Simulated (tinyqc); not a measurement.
Inside a calculation: quantum-confined Stark effect in a modulator well. Values are carried at full precision from step to step, so a last printed digit may differ when a step is redone from the rounded ones.

Constants: hbar^2/2m0 = 3.80998211 eV angstrom^2; e^2/(4 pi eps0) = 14.39964547 eV angstrom; hc = 1239.841984 eV nm.

Inputs chosen for the exercise (near those of a Ge well in SiGe, direct gap; not measured data):

| symbol | value | unit | meaning |
|---|---|---|---|
| L | 140 | angstrom | well width |
| me | 0.0431 | m0 | electron, well |
| mh | 0.214 | m0 | heavy hole along z, well |
| F | 34 | kV/cm | field |
| Vc | 0.353 | eV | conduction offset |
| Vv | 0.107 | eV | heavy-hole offset |
| meb | 0.0551 | m0 | electron, barrier |
| mhb | 0.233 | m0 | heavy hole, barrier |
| Eg | 0.836 | eV | gap of the well |
| mp | 0.072 | m0 | heavy hole in the plane |
| eps | 15.6 |  | dielectric constant |
| dE | 13 | meV | operating point below the zero-field line |
| G | 6 | meV | half width of the exciton line |

## Estimate for hard walls

Second order: each level moves by -C m (e F)^2 L^4/(2c), C = (15/pi^2 - 1)/(24 pi^2), c = hbar^2/2m0, 1 kV/cm = 1e-5 eV/angstrom. It holds while e F L is no more than about twice 3 c pi^2/(m L^2).

Estimate:

| carrier | shift (meV) | e F L over the level spacing |
|---|---|---|
| electron | -0.55 | 0.36 |
| heavy hole | -2.74 | 1.77 |

The hole, 5.0 times heavier, carries 83 % of the estimated shift; for hard walls second order errs by about 2 % at a ratio of 1 and 13 % at 3.

## Levels and envelopes

Envelopes on cells of 0.5 angstrom over the well |z| < L/2 and 45 angstrom of barrier on each side, psi = 0 beyond, psi'/m continuous (mean mass between points), c = hbar^2/2m0. The electron sees + e F z and the hole - e F z, each with its offset in the barriers; 1 kV/cm = 1e-5 eV/angstrom. Light holes, band mixing and escape by tunnelling are left out.

Ground levels, squared overlap and separation <z>_h - <z>_e without and with the field.

Results:

| F (kV/cm) | E_e (meV) | E_h (meV) | overlap^2 | separation (angstrom) |
|---|---|---|---|---|
| 0 | 28.20 | 6.29 | 0.998 | 0.0 |
| 34 | 26.80 | 1.24 | 0.697 | 35.0 |

The electron level moves by -1.40 meV (2.5 times the hard-wall estimate, since it leaks into the barriers and sees a wider well) and the hole level by -5.06 meV (1.85 times).

## Exciton

Exciton: in-plane function exp(-rho/lam), 1/mu = 1/me + 1/mp, E(lam) = c/(mu lam^2) - (q/eps) times the integral over k of Fm(k)(1 + (k lam/2)^2)^(-3/2), Fm(k) the double integral of psi_e^2 psi_h^2 exp(-k |z - z'|), q = e^2/(4 pi eps0); binding Eb = -E at the minimum. Line at Eg + E_e + E_h - Eb, strength proportional to overlap^2/lam^2.

Minimise over lam without and with the field.

Results:

| F (kV/cm) | lam (angstrom) | Eb (meV) | line (eV) | nm | overlap^2/lam^2 (1e-4/angstrom^2) |
|---|---|---|---|---|---|
| 0 | 230.9 | 3.77 | 0.8667 | 1430.5 | 0.1872 |
| 34 | 245.3 | 3.50 | 0.8605 | 1440.8 | 0.1157 |

The weaker binding gives back 0.27 meV of the red shift, leaving 6.2 meV; the strength falls to 62 %.

## Contrast at the operating point

With a Gaussian line of half width G, the absorption at E_op = line(0) - dE is proportional to strength x exp(-ln2 ((E_op - line)/G)^2); continuum absorption is left out. Give it at both fields, relative to the zero-field peak.

E_op = 0.8537 eV
wavelength = 1452.3 nm

absorption without and with the field: 0.039  0.25

The field changes the absorption by +0.21 of the zero-field peak. With dE above 2G the Gaussian tail at zero field is weak; real tails fall only exponentially and absorb more.

## Checks

- Zero-field levels against the matching condition of the square well, meV: largest difference 4.2e-02.
- Slope d(E_e + E_h)/dF against minus the separation (Hellmann-Feynman), angstrom: both -35.0.

Program tinyqc; command `OMP_NUM_THREADS=1 python tinyqc.py 1251555 1251556 out.jsonl`; about 0.1 s on one thread of a shared Intel(R) Xeon(R) Processor @ 2.30GHz.
